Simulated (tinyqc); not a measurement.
Worked calculation: cluster expansion of a binary alloy: correlations, fit, cross-validation and ground states. Computed by tinyqc, a small Python program that keeps every step. Command: `OMP_NUM_THREADS=1 python tinyqc.py 3003746 3003747 out.jsonl clex walk`. One thread of a shared host (Intel(R) Xeon(R) Processor @ 2.30GHz), about 0.1 s of CPU time with the checks. Intermediate numbers are printed to about 6 digits and carried at full precision; extremes and crossings named in words are read from the listed rows.

s = +1 for A and -1 for B. Energy per site E = J0 + J1 P(point) + sum over clusters of m V P, with P the mean product of spins; V > 0 on a pair favours unlike neighbours. Clusters per site m: pair 1 6, pair 2 3, pair 3 12, triplet 8; the triplet is the triangle of first neighbours. Formation energies are counted from the line between pure A and pure B, which removes J0 and J1.

Inputs (values chosen for the exercise, for a model alloy): first-pair interaction V1 = 16 meV; second-pair interaction V2 = -0.39 meV; third-pair interaction V3 = -1.4 meV; triplet interaction Vt = 1.9 meV; noise amplitude = 4.7 meV/site; temperature T = 1100 K; fraction x of B = 0.71.

Lattice: fcc.

Constants: k_B = 8.617333262e-05 eV/K.

## Design matrix

correlations P, counted on periodic cells, rows A, A3B L1_2, A3B D0_22, A3B (001) layers, A2B (001) layers, AB L1_0, AB L1_1, A2B2 (001) layers, AB2 (001) layers, AB3 L1_2, AB3 D0_22, AB3 (001) layers, B, columns point, pair 1, pair 2, pair 3, triplet:
```
[[1.00000, 1.00000, 1.00000, 1.00000, 1.00000],
 [0.50000, 0.00000, 1.00000, 0.00000, -0.50000],
 [0.50000, 0.00000, 0.66667, 0.33333, -0.50000],
 [0.50000, 0.33333, 0.66667, 0.00000, 0.50000],
 [0.33333, 0.11111, 0.55556, -0.33333, 0.33333],
 [0.00000, -0.33333, 1.00000, -0.33333, 0.00000],
 [0.00000, 0.00000, -1.00000, 0.00000, 0.00000],
 [0.00000, 0.33333, 0.33333, -0.33333, 0.00000],
 [-0.33333, 0.11111, 0.55556, -0.33333, -0.33333],
 [-0.50000, 0.00000, 1.00000, 0.00000, 0.50000],
 [-0.50000, 0.00000, 0.66667, 0.33333, 0.50000],
 [-0.50000, 0.33333, 0.66667, 0.00000, -0.50000],
 [-1.00000, 1.00000, 1.00000, 1.00000, -1.00000]]
```

Design matrix of formation energies: m (P - 1) for pairs and m (P(triplet) - P(point)) for the triplet; x = (1 - P(point))/2.

X, rows A, A3B L1_2, A3B D0_22, A3B (001) layers, A2B (001) layers, AB L1_0, AB L1_1, A2B2 (001) layers, AB2 (001) layers, AB3 L1_2, AB3 D0_22, AB3 (001) layers, B, columns pair 1, pair 2, pair 3, triplet:
```
[[0.0000, 0.0000, 0.0000, 0.0000],
 [-6.0000, 0.0000, -12.0000, -8.0000],
 [-6.0000, -1.0000, -8.0000, -8.0000],
 [-4.0000, -1.0000, -12.0000, 0.0000],
 [-5.3333, -1.3333, -16.0000, 0.0000],
 [-8.0000, 0.0000, -16.0000, 0.0000],
 [-6.0000, -6.0000, -12.0000, 0.0000],
 [-4.0000, -2.0000, -16.0000, 0.0000],
 [-5.3333, -1.3333, -16.0000, 0.0000],
 [-6.0000, 0.0000, -12.0000, 8.0000],
 [-6.0000, -1.0000, -8.0000, 8.0000],
 [-4.0000, -1.0000, -12.0000, 0.0000],
 [0.0000, 0.0000, 0.0000, 0.0000]]
```

## Formation energies

standard normal numbers for the noise (0 for the pure ends): A 0.000, A3B L1_2 -0.070, A3B D0_22 -0.447, A3B (001) layers 0.684, A2B (001) layers -0.186, AB L1_0 -0.419, AB L1_1 1.110, A2B2 (001) layers 0.165, AB2 (001) layers -0.869, AB3 L1_2 0.588, AB3 D0_22 -1.394, AB3 (001) layers -0.408, B 0.000

Exact: X V with V = (V1, V2, V3, Vt). The data to fit add the noise amplitude times the normal numbers, standing for what the clusters leave out.

exact energies (meV/site): A 0.000, A3B L1_2 -94.400, A3B D0_22 -99.610, A3B (001) layers -46.810, A2B (001) layers -62.413, AB L1_0 -105.600, AB L1_1 -76.860, A2B2 (001) layers -40.820, AB2 (001) layers -62.413, AB3 L1_2 -64.000, AB3 D0_22 -69.210, AB3 (001) layers -46.810, B 0.000

data (meV/site): A 0.000, A3B L1_2 -94.729, A3B D0_22 -101.711, A3B (001) layers -43.595, A2B (001) layers -63.288, AB L1_0 -107.569, AB L1_1 -71.643, A2B2 (001) layers -40.044, AB2 (001) layers -66.498, AB3 L1_2 -61.236, AB3 D0_22 -75.762, AB3 (001) layers -48.728, B 0.000

## Normal equations for V1, V2, Vt

Leave out pair 3: A = X^T X and b = X^T E (E being the data with noise) over these three columns; solve A V = b. The root-mean-square error runs over the structures between the pure ends.

matrix A, rows V1, V2, Vt:
```
[[348.889, 78.222, 0.000],
 [78.222, 47.556, 0.000],
 [0.000, 0.000, 256.000]]
```

b (meV): [4512.70, 952.79, 475.53]

fitted V1, V2, Vt (meV): [13.3750, -1.9647, 1.8576]

root-mean-square error of the three-cluster fit = 6.39197 meV/site

The fit misses V1 by -2.63, V2 by -1.57 and Vt by -0.04 meV; the omitted V3 = -1.4 meV and the noise shift the fitted values.

## Which clusters to keep

For each set, H = X (X^T X)^-1 X^T over the structures between the ends; residual e = E - H E; leave-one-out error e_i/(1 - H_ii); both as root mean squares.

Fits:
```
clusters     fit error (meV/site)  leave-one-out error (meV/site)  largest H_ii
V1                        11.4758                         12.6938      0.183439
V1 V2                     11.0073                         13.7215      0.824987
V1 V3                      9.6119                         11.6821      0.348390
V1 V2 Vt                   6.3920                         10.2465      0.824987
V1 Vt                      7.1687                          9.4144      0.353185
V1 V2 V3                   9.3874                         13.0365      0.896047
V1 V3 Vt                   3.4765                          4.8142      0.515858
V1 V2 V3 Vt                2.7964                          7.1313      0.896047
```

leave-one-out error without pair 3 = 10.2465 meV/site

leave-one-out error with all four = 7.13127 meV/site

The fit error can only fall as clusters are added, to 2.80 meV with all four. The leave-one-out error is least for V1 V3 Vt (4.81 meV), and all four give 7.13: the extra terms fit noise more than signal.

## Ground states by the convex hull

Height above the hull = E less the lowest straight line between two structures that bracket x (or the lowest structure at the same x). The three-term fit is X V with the fitted values.

Hull among these structures (meV/site):
```
structure                x   exact E  above hull  fitted E  above hull, fit
A                  0.00000     0.000      0.0000     0.000           0.0000
A3B L1_2           0.25000   -94.400      5.2100   -95.110           0.0000
A3B D0_22          0.25000   -99.610      0.0000   -93.146           1.9647
A3B (001) layers   0.25000   -46.810     52.8000   -51.535          43.5750
A2B (001) layers   0.33333   -62.413     39.1933   -68.714          30.3598
AB L1_0            0.50000  -105.600      0.0000  -107.000           0.0000
AB L1_1            0.50000   -76.860     28.7400   -68.462          38.5379
A2B2 (001) layers  0.50000   -40.820     64.7800   -49.571          57.4292
AB2 (001) layers   0.66667   -62.413     18.9267   -68.714          10.5459
AB3 L1_2           0.75000   -64.000      5.2100   -65.389           0.0000
AB3 D0_22          0.75000   -69.210      0.0000   -63.425           1.9647
AB3 (001) layers   0.75000   -46.810     22.4000   -51.535          13.8542
B                  1.00000     0.000      0.0000     0.000           0.0000
```

lowest exact formation energy = -105.6 meV/site

On the exact hull: A, A3B D0_22, AB L1_0, AB3 D0_22, B. The fit finds A, A3B L1_2, AB L1_0, AB3 L1_2, B instead; its root-mean-square error is 6.39 meV. A structure at zero height may lie on a tie line without being a vertex, and structures outside this list could lie lower.

## The random alloy and its short-range order

Random alloy: P(pair) = p^2, P(triplet) = p^3, p = 1 - 2x, so H_mix = (p^2 - 1) sum m V(pairs) + (p^3 - p) m Vt; G_mix = H_mix + k_B T [x ln x + (1 - x) ln(1 - x)]. To first order in 1/T the Warren-Cowley parameter of shell 1 is alpha_1 = -(1 - p^2) V_eff/(k_B T), V_eff = V1 + (number of triplets on a first-neighbour bond) p Vt, that number being 4.

mixing enthalpy H_mix = -59.0076 meV/site

mixing free energy G_mix = -116.086 meV/site

alpha_1 = -0.111284

alpha_1 < 0: unlike neighbours are preferred.

Checks made by the program: leave-one-out formula against refits (relative difference below 1e-10).
